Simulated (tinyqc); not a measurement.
Comparisons within one model: carrier statistics of a doped semiconductor with parabolic bands. A value that a table varies takes the place of the one given here.

Eg(T) = Eg0 - al T^2/(T + be); m_de = Mv^(2/3) (ml mt^2)^(1/3); m_dh = (mhh^(3/2) + mlh^(3/2))^(2/3); Nc and Nv from N = 2 (m kB T/(4 pi c))^(3/2) with c = hbar^2/2m0, in 1/angstrom^3; times 1e24 for 1/cm^3.

Energies are counted from Ev, so Ec = Eg. n = Nc F_1/2((EF - Eg)/kT), p = Nv F_1/2(-EF/kT), ND+ = ND/(1 + 2 exp((EF - Eg + ED)/kT)), NA- = NA/(1 + 4 exp((EA - EF)/kT)); neutrality asks p + ND+ = n + NA-. F_j(eta) = (1/Gamma(j + 1)) integral_0^infinity x^j dx/(1 + exp(x - eta)), which tends to exp(eta) for eta << 0.

Constants: hbar^2/2m0 = 3.80998211 eV angstrom^2; kB = 8.617333262e-05 eV/K.

Parameters, chosen for this exercise (near those of Ge; shifted at random, so the results belong to these values and not to a real crystal): Eg0 = 0.7386 eV (gap at 0 K); al = 0.000476 eV/K (Varshni alpha); be = 234 K (Varshni beta); ml = 1.6 m0 (longitudinal electron mass); mt = 0.0802 m0 (transverse electron mass); Mv = 4 (equivalent valleys); mhh = 0.337 m0 (heavy-hole mass); mlh = 0.0442 m0 (light-hole mass); ND = 1.4e+14 1/cm^3 (donors); NA = 3e+12 1/cm^3 (acceptors); ED = 0.0121 eV (donor level below Ec); EA = 0.0113 eV (acceptor level above Ev); T = 200 K.

## Temperature

Neutrality solved at each temperature; ni = sqrt(Nc Nv) exp(-Eg/2kT).

Carriers (1/cm^3):
```
T (K)  EF (eV)         n         p  majority / |ND - NA|        ni  Eg (eV)
10      0.7288  8.70e+11    <1e-99               0.00635    <1e-99   0.7384
20      0.7244  7.06e+13    <1e-99                 0.515  1.35e-76   0.7379
40      0.7075  1.35e+14  1.80e-72                 0.982  1.56e-29   0.7358
77      0.6686  1.37e+14  1.15e-26                 0.999  1.26e-06   0.7295
120     0.6175  1.37e+14  1.52e-08                  1.00  1.44e+03   0.7192
200     0.5119  1.37e+14  3.53e+05                  1.00  6.95e+09   0.6947
300     0.3690  1.40e+14  3.25e+12                  1.02  2.14e+13   0.6584
400     0.2991  1.48e+15  1.35e+15                  10.8  1.41e+15   0.6185
500     0.2737  1.94e+16  1.93e+16                   142  1.94e+16   0.5765
600     0.2489  1.18e+17  1.18e+17                   860  1.18e+17   0.5331
```

How do the results move?

Ionisation is incomplete: the majority density is below 90 % of the net doping at 10 and 20 K, down to a share of 0.0063. It is within 10 % of the net doping at 40, 77, 120, 200 and 300 K. At 400, 500 and 600 K thermal pairs lift it more than 10 % above the net doping; ni has reached 1.18e+17 1/cm^3 at 600 K against a net doping of 1.37e+14. EF goes from 0.729 eV to 0.249 eV, where midgap is 0.267 eV and the intrinsic level (Boltzmann) 0.249 eV.

## Doping level

Only donors are present (NA = 0); eta is the distance of EF beyond the conduction edge in units of kT.

Neutral state:
```
ND (1/cm^3)  EF (eV)  majority (1/cm^3)  ionised share     eta
1.0e+14       0.5065           1.00e+14          1.000  -10.92
1.0e+15       0.5462           9.99e+14          0.999   -8.62
1.0e+16       0.5857           9.93e+15          0.993   -6.32
1.0e+17       0.6245           9.36e+16          0.936   -4.08
1.0e+18       0.6589           6.65e+17          0.665   -2.08
3.0e+18       0.6727           1.41e+18          0.471   -1.28
1.0e+19       0.6864           2.86e+18          0.286   -0.48
3.0e+19       0.6984           5.00e+18          0.167    0.21
```

How do the results move?

The impurity level lies at 0.6826 eV. The ionised share falls from 1.000 to 0.167 as EF passes through it between 3e+18 and 1e+19 1/cm^3 (share 1/3 there); it is below one half from 3e+18 1/cm^3 on. Over the last two rows the doping grows threefold and the majority density by a factor 1.75. EF comes within 3 kT of the majority band edge from 1e+18 1/cm^3 on. Above roughly 3e+17 1/cm^3 (N^(1/3) a = 0.26, with the radius a = sqrt(c/(m E)) from the ionisation energy E and the mass (ml mt^2)^(1/3)) the levels merge with the band and real ionisation is complete; sharp levels then overstate freeze-out.

## What each input does

Neutrality solved anew for each case. Each row changes one parameter from the base and keeps the others.

Results:
```
case                 EF (eV)  n (1/cm^3)  p (1/cm^3)
base                  0.5119    1.37e+14    3.53e+05
T = 240 K             0.4557    1.37e+14    9.92e+08
ND = 2.8e+14 1/cm^3   0.5240    2.77e+14    1.75e+05
NA = 1.5e+12 1/cm^3   0.5121    1.38e+14    3.49e+05
Eg0 = 0.7886 eV       0.5619    1.37e+14    1.94e+04
mt = 0.0962 m0        0.5088    1.37e+14    4.23e+05
mhh = 0.4044 m0       0.5119    1.37e+14    4.59e+05
ED = 0.0181 eV        0.5119    1.37e+14    3.53e+05
```

How do the results move?

The largest shifts from the base row, up to three for each result and ties (the steps differ in size, so this ranks the rows, not the parameters). EF (eV): T -0.0562, Eg0 +0.0500, ND +0.0121; unchanged at the printed digits by mhh and ED. n (1/cm^3): ND +1.40e+14, NA +1.50e+12; unchanged at the printed digits by T, Eg0, mt, mhh and ED. p (1/cm^3): T +9.91e+08, Eg0 -3.34e+05, ND -1.78e+05; unchanged at the printed digits by ED.

(tinyqc, `OMP_NUM_THREADS=1 python tinyqc.py 1651775 1651776 out.jsonl`, Intel(R) Xeon(R) Processor @ 2.30GHz, 1 thread, shared host, about 0.01 s.)
